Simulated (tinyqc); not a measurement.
Inside a calculation. Method: geometry optimisation on the RHF/sto-3g surface (energies and gradients from PySCF), for H3+, spin multiplicity 1. Computed by tinyqc, a small Python program that keeps every step (integrals from PySCF). Settings: charge = 1, multiplicity = 1, basis = sto-3g, optimiser = bfgs, first Hessian = 1.0, largest step = 0.5, iteration cap = 30. Command: `OMP_NUM_THREADS=1 python tinyqc.py 30967 30968 out.jsonl` (the two numbers bound the seeds that draw the settings). One thread of a shared host (Intel(R) Xeon(R) Processor @ 2.60GHz), about 0.3 s of CPU time with the checks.

## Step 1: energy and gradient

positions at the start (bohr), order 1H, 2H, 3H:
$$\begin{pmatrix}
-0.045353 & 0.049133 & 0.051023 \\
0.066140 & -0.077479 & 1.598708 \\
-0.109604 & 1.606267 & -0.077479
\end{pmatrix}$$

Self-consistent energy and analytic gradient at these positions.

energy = -1.22472584 hartree

gradient (hartree/bohr), order 1H, 2H, 3H:
$$\begin{pmatrix}
0.00166426 & 0.04596321 & 0.04771544 \\
-0.00176089 & -0.01467899 & -0.03302217 \\
0.00009663 & -0.03128421 & -0.01469327
\end{pmatrix}$$

## Step 1: move

Quasi-Newton step p = -H^(-1) g (first H = 1 times the unit matrix); steps longer than 0.5 bohr are cut back.

positions after step 1 (bohr), order 1H, 2H, 3H:
$$\begin{pmatrix}
-0.047018 & 0.003170 & 0.003307 \\
0.067901 & -0.062800 & 1.631730 \\
-0.109701 & 1.637551 & -0.062785
\end{pmatrix}$$

## Step 2: energy and gradient

As before.

energy = -1.23006713 hartree

gradient (hartree/bohr), order 1H, 2H, 3H:
$$\begin{pmatrix}
0.00098837 & 0.02824541 & 0.02882529 \\
0.00005391 & -0.01958056 & -0.00929148 \\
-0.00104228 & -0.00866485 & -0.01953381
\end{pmatrix}$$

## Step 2: move

inverse Hessian in use (bohr^2/hartree):
```
           1          2          3          4          5          6          7          8
1   1.000698   0.019805   0.020290  -0.000143  -0.012053  -0.008261  -0.000556  -0.007752
2   0.019805   1.561173   0.575123  -0.004482  -0.337405  -0.238375  -0.015323  -0.223768
3   0.020290   0.575123   1.589321  -0.004367  -0.347891  -0.242115  -0.015923  -0.227232
4  -0.000143  -0.004482  -0.004367   0.999520   0.007492  -0.003094   0.000623  -0.003010
5  -0.012053  -0.337405  -0.347891   0.007492   1.158274   0.189777   0.004561   0.179131
6  -0.008261  -0.238375  -0.242115  -0.003094   0.189777   1.052861   0.011355   0.048598
7  -0.000556  -0.015323  -0.015923   0.000623   0.004561   0.011355   0.999933   0.010762
8  -0.007752  -0.223768  -0.227232  -0.003010   0.179131   0.048598   0.010762   1.044637
9  -0.012029  -0.336748  -0.347206   0.007461   0.158113   0.189254   0.004568   0.178634

           9
1  -0.012029
2  -0.336748
3  -0.347206
4   0.007461
5   0.158113
6   0.189254
7   0.004568
8   0.178634
9   1.157952
```

Quasi-Newton step p = -H^(-1) g (the inverse Hessian comes from BFGS updates; coordinates in the order x, y, z of each atom); steps longer than 0.5 bohr are cut back.

positions after step 2 (bohr), order 1H, 2H, 3H:
$$\begin{pmatrix}
-0.049766 & -0.074878 & -0.076599 \\
0.068338 & -0.014142 & 1.663079 \\
-0.107389 & 1.666941 & -0.014228
\end{pmatrix}$$

## Convergence

Stop when the largest gradient component is below 3e-5 hartree/bohr. The inverse Hessian follows the BFGS update with s = step, y = change of gradient.

Course of the optimisation:
```
step  E (hartree)  largest gradient (hartree/bohr)
1     -1.22472584                         4.77e-02
2     -1.23006713                         2.88e-02
3     -1.23463740                         2.29e-02
4     -1.23733047                         2.72e-02
5     -1.24220468                         3.44e-02
6     -1.24477919                         2.26e-02
7     -1.24682487                         2.16e-03
8     -1.24685446                         7.98e-04
9     -1.24685947                         2.80e-04
10    -1.24685966                         2.04e-04
11    -1.24685998                         7.03e-05
12    -1.24686001                         1.36e-05
```

Final distances (angstrom):
```
pair   distance
2H-1H  0.966920
3H-1H  0.966903
3H-2H  0.966833
```

Converged in 12 steps.
